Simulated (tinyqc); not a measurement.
Worked calculation: lateral field, substrate current, probability of reaching the oxide barrier and hot-carrier lifetime of a silicon transistor (pseudo-two-dimensional and lucky-electron models). Computed by tinyqc, a small Python program that keeps every step. Command: `OMP_NUM_THREADS=1 python tinyqc.py 3011932 3011933 out.jsonl hotcar walk`. One thread of a shared host (Intel(R) Xeon(R) Processor @ 2.30GHz), about 0.01 s of CPU time with the checks. Intermediate numbers are printed to about 6 digits and carried at full precision; extremes and crossings named in words are read from the listed rows.

Local-field models: a lucky carrier gains its energy at the peak field over a path free of collisions. Voltages are magnitudes.

Inputs (values chosen for the exercise, modelled on a silicon p-channel):
```
quantity                             value                      unit
channel length L                       790                        nm
oxide thickness t                       14                        nm
junction depth x_j                     190                        nm
mobility mu                            110                cm^2/(V s)
saturation velocity v_s               0.66                  1e7 cm/s
threshold voltage V_T                 0.47                         V
gate voltage V_G                       3.6                         V
drain voltage V_D                      5.9                         V
ionisation prefactor A_i           8.8e+06                      1/cm
ionisation field B_i                  3.65                     MV/cm
hot-carrier mean free path lambda      4.3                        nm
oxide barrier phi_b                    4.6                        eV
interface-trap threshold phi_it        4.8                        eV
lifetime constant H                     40  s microampere/micrometre
```

Drain: abrupt.

Constants: eps_0 = 8.8541878128e-12 F/m.

## Saturation point and current

C_ox = 3.9 eps_0/t; F_sat = 2 v_s/mu; V_Dsat = V_ov F_sat L/(V_ov + F_sat L), V_ov = V_G - V_T; I_D/W = C_ox v_s (V_ov - V_Dsat).

F_sat = 120 kV/cm

V_Dsat = 2.35308 V

drain current I_D/W = 126.474 microampere/micrometre

## Peak lateral field

Scale length l = 0.22 t^(1/3) x_j^(1/2) (all in cm); F_m = sqrt(((V_D - V_Dsat)/l_e)^2 + F_sat^2), with l_e = l; length of the velocity-saturated region l_e ln((V_D - V_Dsat)/(l_e F_sat) + F_m/F_sat).

scale length l = 107.278 nm

peak field F_m = 351.733 kV/cm

velocity-saturated length = 186.456 nm

energy gained over one free path, e lambda F_m = 0.151245 eV

The field rises from F_sat to F_m as cosh(x/l_e), a factor 2.9, over 24 % of L. Caution: the empirical formula for l was fitted to oxides of about 15 nm or more; for thinner ones it is an extrapolation.

## Hot-carrier currents and lifetime

Substrate current I_sub/I_D = (A_i/B_i)(V_D - V_Dsat) exp(-B_i/F_m); probability of reaching the oxide barrier exp(-phi_b/(e lambda F_m)); lifetime tau = (H/(I_D/W)) exp(phi_it/(e lambda F_m)).

I_sub/I_D = 2.66246e-04

substrate current I_sub/W = 0.0336734 microampere/micrometre

probability of reaching phi_b = 6.18418e-14

lifetime tau = 1.91896e+13 s

exponent m = phi_it/(e lambda B_i) = 3.05830

Since both exponentials depend on 1/F_m, tau I_D scales about as (I_sub/I_D)^(-m) with m = 3.06, which lets I_sub serve as the monitor. The lifetime is 60800 times ten years (3.156e8 s).

## Substrate current against gate voltage

The formulas are those given above.

At the given drain voltage:
```
V_G (V)  V_Dsat (V)  I_D/W (microampere/micrometre)  F_m (kV/cm)  I_sub/W (microampere/micrometre)      tau (s)
0.77        0.29080                           1.498      536.462                          0.022478  2.90672e+10
1.10        0.59074                           6.391      509.249                          0.063098  2.07148e+10
1.60        1.00965                          19.592      471.389                          0.100191  3.92963e+10
2.20        1.46302                          43.463      430.655                          0.096950  1.66367e+11
2.90        1.93421                          80.710      388.665                          0.064407  1.47382e+12
3.80        2.46436                         140.919      342.001                          0.027050  4.24910e+13
4.70        2.92490                         212.458      302.176                          0.008652  2.08070e+15
5.60        3.32871                         293.234      268.047                          0.002217  1.66329e+17
6.50        3.68565                         381.638      238.760                          0.000468  2.11365e+19
```

I_sub peaks at V_G = 1.6 V, 0.27 V_D: a higher gate voltage brings more carriers but raises V_Dsat and so lowers F_m. The shortest lifetime among the rows lies at V_G = 1.1 V, below that of the largest I_sub, since tau depends more steeply on the field.

## Extrapolating accelerated tests

V_10 solves tau = 3.156e8 s at the given V_G. The extrapolation fits ln(tau) against 1/V_D at 1, 1.08, 1.16 and 1.25 times the given V_D (rounded to 3 digits) by least squares and reads off the same tau.

Stress points:
```
V_D (V)  1/V_D (1/V)      tau (s)
5.90        0.169492  1.91896e+13
6.37        0.156986  6.75305e+11
6.84        0.146199  4.38015e+10
7.38        0.135501  3.33000e+09
```

ten-year drain voltage V_10 = 7.98708 V

V_10 from the 1/V_D extrapolation = 7.90093 V

The extrapolation is 86 mV below the true value.

Checks made by the program: voltage drop as the integral of F_sat cosh(x/l_e) over the saturated length (relative difference below 1e-10).
